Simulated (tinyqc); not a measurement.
Polytypes by hexagonality, and a cubic inclusion as a quantum well: one step. Hexagonality. Three cases, with inputs chosen for the exercise.

Problem. Give the h/k string and h of each.

A layer is h if its two neighbours in the periodic sequence sit on the same site, k otherwise; the hexagonality h is the share of h layers.

Case 1.

Stacking sequences:
```
polytype    sequence
4H              ABCB
9R         ABCBCACAB
10H       ABCABCBACB
2H                AB
6H            ABCACB
```

Case 2.

Stacking sequences:
```
polytype               sequence
9R                    ABCBCACAB
8H                     ABCABACB
10H                  ABCABCBACB
15R             ABCACBCABACABCB
21R       ABCACBACABCBACBCABACB
```

Case 3.

Stacking sequences:
```
polytype         sequence
6H                 ABCACB
3C                    ABC
15R       ABCACBCABACABCB
2H                     AB
9R              ABCBCACAB
```

Give: Hexagonality.

Solution.

Case 1.

Hexagonality:
```
polytype  h/k string       h
4H              hkhk  0.5000
9R         hkhhkhhkh  0.6667
10H       hkkkkhkkkk  0.2000
2H                hh  1.0000
6H            hkkhkk  0.3333
```

Case 2.

Hexagonality:
```
polytype             h/k string       h
9R                    hkhhkhhkh  0.6667
8H                     hkkkhkkk  0.2500
10H                  hkkkkhkkkk  0.2000
15R             hkkhkhkkhkhkkhk  0.4000
21R       hkkhkkkhkkhkkkhkkhkkk  0.2857
```

Case 3.

Hexagonality:
```
polytype       h/k string       h
6H                 hkkhkk  0.3333
3C                    kkk  0.0000
15R       hkkhkhkkhkhkkhk  0.4000
2H                     hh  1.0000
9R              hkhhkhhkh  0.6667
```

Computed by tinyqc, one run a case: `OMP_NUM_THREADS=1 python tinyqc.py N N+1 out.jsonl` with N = 1850813, 1850846, 1851043; one thread of a shared Intel(R) Xeon(R) Processor @ 2.30GHz, about 0.2 s a run at most.
